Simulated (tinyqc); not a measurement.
On-chip interconnect, size-dependent resistivity and RC delay: one step of the calculation.

A rectangular line between two neighbours and two ground planes. Surface and grain-boundary scattering are added to the bulk resistivity as corrections; capacitances are parallel-plate values without fringing; inductance is ignored.

Question. Node voltages after a time step. A 1 V step is applied behind Rd at t = 0. C dv/dt = -G v + b, with G the conductance matrix of the ladder (1/Rs between neighbours, 1/Rd added at node 0) and b = (1 V/Rd, 0, ...). Trapezoidal step: (C/dt + G/2) v(new) = (C/dt - G/2) v + b.

Values chosen for this exercise:

| symbol | value | unit | meaning |
|---|---|---|---|
| Rd | 420 | ohm | driver resistance |
| dt | 31 | ps | time step |

Rs = 2732.6982 ohm

```
node,C (fF),v at t = 0 (V)
0,3.7652434,0
1,7.5304867,0
2,7.5304867,0
3,7.5304867,0
4,3.8952434,0
```

Find: v at t = 1 dt.

Answer.

v at t = 1 dt, node 0 to 4 (V): [1.661, 0.555, 0.188, 0.069, 0.041]

Node 0 overshoots the 1 V source: the trapezoidal rule rings on modes much faster than dt.

Range of the model: The metal width is under the mean free path, where the thick-limit surface term and the simple sum of corrections lose accuracy.

Computed by the program tinyqc: `OMP_NUM_THREADS=1 python tinyqc.py 2100064 2100065 out.jsonl`, one thread of a shared Intel Xeon 2.30GHz, about 0.01 s for the whole run.
